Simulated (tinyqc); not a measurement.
# Joule-heated wire on a substrate, fin equation: what changes with what

A wire of length L loses heat along itself to two contacts and sideways to the substrate: kap A theta'' - g theta + p = 0 with theta = T - T0 and p = p0. Each end passes the heat flow theta/Rc to its contact. Constant conductivity, diffusive heat flow.

Values chosen for this exercise:

| symbol | value | unit | meaning |
|---|---|---|---|
| kap | 8.6 | W/(m K) | conductivity along the wire |
| A | 980 | nm^2 | cross-section |
| g | 1.3 | W/(m K) | conductance per length to the substrate |
| L | 510 | nm | length between the contacts |
| Rc | 2.2 | K/uW | thermal resistance of each contact |
| p0 | 0.25 | uW/nm | heating per length |

Each table varies one quantity; the others keep the values above.

## Effect of the conductivity along the wire

The equation is solved on 800 equal steps and the peak is the largest node value. LH = sqrt(kap A/g); the share is the integral of g theta over that of p.

Results:
```
kap (W/(m K))	LH (nm)	L/LH	peak theta (K)	peak/(p0/g)	share to the substrate (%)
0.86	25.46	20.03	192.3	0.9999	90.69
4	54.91	9.287	189.1	0.9834	81.39
8.6	80.52	6.334	179.2	0.9316	74.41
19	119.7	4.261	158.5	0.8243	65.76
40	173.6	2.937	134.2	0.6977	57.67
86	254.6	2.003	112.3	0.5837	51.06
```

Estimate the missing row, kap = 1.9 W/(m K).

Computed row:
```
kap (W/(m K))	LH (nm)	L/LH	peak theta (K)	peak/(p0/g)	share to the substrate (%)
1.9	37.85	13.48	191.9	0.9979	86.61
```

With this row back in the table: As kap goes from 0.86 to 86 W/(m K), the peak theta falls from 192 to 112 K and the share of heat to the substrate falls from 90.7 to 51.1 %; L/LH goes from 20 to 2.0. Where L/LH is smallest the peak reaches 0.58 of p0/g, where it is largest 1.0: contacts cool the wire only within a few healing lengths. At kap = 0.86 W/(m K) LH or L is under 30 nm, where Fourier conduction is a rough picture.

## Effect of the conductance per length to the substrate

Same model as above.

Effect of the conductance per length to the substrate:
```
g (W/(m K))	LH (nm)	L/LH	peak theta (K)	peak/(p0/g)	share to the substrate (%)
0.13	254.6	2.003	743.7	0.3867	27.89
0.28	173.5	2.940	537.0	0.6015	44.17
0.6	118.5	4.303	333.7	0.8008	60.74
1.3	80.52	6.334	179.2	0.9316	74.41
2.8	54.86	9.296	88.01	0.9857	83.92
6	37.48	13.61	41.60	0.9985	90.17
13	25.46	20.03	19.23	0.9999	94.22
```

As g goes from 0.13 to 13 W/(m K), the peak theta falls from 744 to 19.2 K and the share of heat to the substrate rises from 27.9 to 94.2 %; L/LH goes from 2.0 to 20. Where L/LH is smallest the peak reaches 0.39 of p0/g, where it is largest 1.0: contacts cool the wire only within a few healing lengths. At g = 13 W/(m K) LH or L is under 30 nm, where Fourier conduction is a rough picture. For g = 0.13 to 0.6 W/(m K) the rise passes 200 K, so constant kap and g are doubtful.

## Effect of the cross-section

Same model as above.

Effect of the cross-section:
```
A (nm^2)	LH (nm)	L/LH	peak theta (K)	peak/(p0/g)	share to the substrate (%)
120	28.18	18.10	192.3	0.9998	89.77
250	40.67	12.54	191.7	0.9966	85.71
490	56.93	8.958	188.6	0.9805	80.80
980	80.52	6.334	179.2	0.9316	74.41
2000	115.0	4.434	161.0	0.8370	66.66
3900	160.6	3.175	139.3	0.7241	59.27
7800	227.2	2.245	118.1	0.6141	52.78
```

What does the comparison show?

As A goes from 120 to 7800 nm^2, the peak theta falls from 192 to 118 K and the share of heat to the substrate falls from 89.8 to 52.8 %; L/LH goes from 18 to 2.2. Where L/LH is smallest the peak reaches 0.61 of p0/g, where it is largest 1.0: contacts cool the wire only within a few healing lengths. At A = 120 nm^2 LH or L is under 30 nm, where Fourier conduction is a rough picture.

Computed by the program tinyqc: `OMP_NUM_THREADS=1 python tinyqc.py 2520023 2520024 out.jsonl`, one thread of a shared Intel Xeon 2.30GHz, about 0.01 s for the whole run.
